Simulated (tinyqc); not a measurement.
# MOS inversion layer, Poisson-Schroedinger loop: effects of single changes

Electrons confined at an insulator interface at z = 0, treated as a hard wall; parabolic valleys, Hartree approximation, no image or exchange terms. The depletion charge lies far deeper than the electrons and gives a uniform field q Nd/(eps0 eps_r); the gate balances all charge. Energies are counted from the band edge at the interface.

Inputs (values chosen for the exercise); masses and permittivity close to those of germanium (100): temperature T = 300 K; relative permittivity eps_r = 15.7; mass along z of valley set A (4 valley(s)) mz1 = 0.121 m0; in-plane density-of-states mass of set A md1 = 0.29 m0; sheet density of electrons Ns = 1e13 cm^-2; sheet density of depletion charge Nd = 1.7e11 cm^-2.

Constants: q = 1.602176634e-19 C, kB = 1.380649e-23 J/K, hbar = 1.054571817e-34 J s, m0 = 9.1093837015e-31 kg, Vt = kB T/q, eps0 = 8.8541878128e-14 F/cm where lengths are in cm, hbar^2/(2 m0) = 0.0380998212 eV nm^2. Results are converted to the units shown.

Each table varies one quantity; the others keep the values above.

## Effect of the sheet density of depletion charge

Schroedinger equation -(C/mz) psi'' + (V0 + U) psi = E psi, C = hbar^2/(2 m0), psi(0) = 0, on a uniform mesh of 800 nodes with a far wall at 31 nm, 8 levels a set; V0 = q Nd z/(eps0 eps_r); dU/dz = q (Ns - integral of n from 0 to z)/(eps0 eps_r), U(0) = 0; N_k = g md m0 q Vt/(pi hbar^2) ln(1 + exp((EF - E_k)/Vt)), g the number of valleys of the set, sum N_k = Ns. Triangular well: E_k = a_k (C F^2/mz)^(1/3), a_1 = 2.338107, a_2 = 4.087949, C = hbar^2/(2 m0), F in eV/nm. Fang-Howard (all electrons in the lowest level of set A): b^3 = 6 (mz1/C) q (Nd + 11 Ns/32)/(eps0 eps_r), centroid 3/b, level C b^2/(4 mz1) + (3/b) q (Nd + 11 Ns/16)/(eps0 eps_r). The centroid adds 3.9 z_av/eps_r to an oxide-equivalent thickness. Shares under 0.0001 % are printed as 0.

Results:

| Nd (cm^-2) | A1 (meV) | A2 (meV) | EF (meV) | share of A1 (%) | share of A2 (%) | centroid z_av (nm) | added oxide equivalent (nm) | Fang-Howard centroid (nm) |
|---|---|---|---|---|---|---|---|---|
| 1e11 | 326 | 413 | 328 | 92.5 | 4.76 | 3.63 | 0.901 | 3.26 |
| 1.7e11 | 328 | 415 | 330 | 93.0 | 4.60 | 3.54 | 0.878 | 3.24 |
| 3.1e11 | 331 | 421 | 334 | 94.1 | 4.23 | 3.38 | 0.839 | 3.20 |
| 9.4e11 | 345 | 451 | 350 | 97.2 | 2.41 | 2.97 | 0.737 | 3.04 |
| 1.6e12 | 361 | 486 | 366 | 98.8 | 1.18 | 2.76 | 0.686 | 2.90 |
| 2.9e12 | 392 | 553 | 397 | 99.7 | 0.301 | 2.53 | 0.628 | 2.69 |
| 5e12 | 441 | 652 | 446 | 100 | 0.0433 | 2.29 | 0.569 | 2.44 |

Estimate the missing row, Nd = 5.3e11 cm^-2.

Computed row:

| Nd (cm^-2) | A1 (meV) | A2 (meV) | EF (meV) | share of A1 (%) | share of A2 (%) | centroid z_av (nm) | added oxide equivalent (nm) | Fang-Howard centroid (nm) |
|---|---|---|---|---|---|---|---|---|
| 5.3e11 | 336 | 431 | 339 | 95.4 | 3.57 | 3.19 | 0.792 | 3.14 |

With this row back in the table: As Nd goes from 1e11 to 5e12, A1 rises from 326 to 441 meV, the share of A1 rises from 92.5 to 100 % and the centroid falls from 3.63 to 2.29 nm. A1 goes as Nd^(0.22) between the last two rows (a triangular well in the field of that charge alone gives 2/3). The Fang-Howard centroid is 10 % below the full one in the first row, where A1 holds 92.5 %, and 6.6 % above it in the last, where A1 holds 100 %.

## Effect of the sheet density of electrons

Schroedinger equation -(C/mz) psi'' + (V0 + U) psi = E psi, C = hbar^2/(2 m0), psi(0) = 0, on a uniform mesh of 800 nodes with a far wall at 110 nm, 8 levels a set; V0 = q Nd z/(eps0 eps_r); dU/dz = q (Ns - integral of n from 0 to z)/(eps0 eps_r), U(0) = 0; N_k = g md m0 q Vt/(pi hbar^2) ln(1 + exp((EF - E_k)/Vt)), g the number of valleys of the set, sum N_k = Ns.

Effect of the sheet density of electrons:

| Ns (cm^-2) | A1 (meV) | A2 (meV) | EF (meV) | share of A1 (%) | share of A2 (%) | centroid z_av (nm) | added oxide equivalent (nm) | Fang-Howard centroid (nm) |
|---|---|---|---|---|---|---|---|---|
| 1e11 | 32.5 | 54.2 | -110 | 50.7 | 21.9 | 13.7 | 3.41 | 8.44 |
| 2.1e11 | 39.9 | 64.4 | -81.4 | 54.4 | 21.1 | 12.6 | 3.13 | 7.98 |
| 4.5e11 | 54.0 | 83.5 | -44.7 | 60.6 | 19.4 | 10.9 | 2.70 | 7.23 |
| 9.7e11 | 79.2 | 117 | 4.22 | 69.1 | 16.5 | 8.77 | 2.18 | 6.25 |
| 2.1e12 | 123 | 172 | 72.5 | 78.5 | 12.4 | 6.71 | 1.67 | 5.17 |
| 4.4e12 | 194 | 258 | 167 | 86.5 | 8.22 | 5.04 | 1.25 | 4.18 |
| 9.4e12 | 315 | 401 | 315 | 92.6 | 4.73 | 3.72 | 0.924 | 3.31 |
| 2e13 | 515 | 632 | 549 | 96.2 | 2.45 | 2.77 | 0.687 | 2.59 |

As Ns goes from 1e11 to 2e13, A1 rises from 32.5 to 515 meV, the share of A1 rises from 50.7 to 96.2 % and the centroid falls from 13.7 to 2.77 nm. A1 goes as Ns^(0.65) between the last two rows (a triangular well in the field of that charge alone gives 2/3). EF lies more than 2 meV above A1 for Ns = 2e13. The Fang-Howard centroid is 39 % below the full one in the first row, where A1 holds 50.7 %, and 6.2 % below it in the last, where A1 holds 96.2 %. For Ns = 1e11, 2.1e11, 4.5e11, 9.7e11 the eighth level of a set still holds over 0.4 % of the electrons, so more levels and a farther wall would raise the centroid.

tinyqc, about 0.7 s, one thread, Intel Xeon 2.30GHz (shared host): `OMP_NUM_THREADS=1 python tinyqc.py 2160088 2160089 out.jsonl`
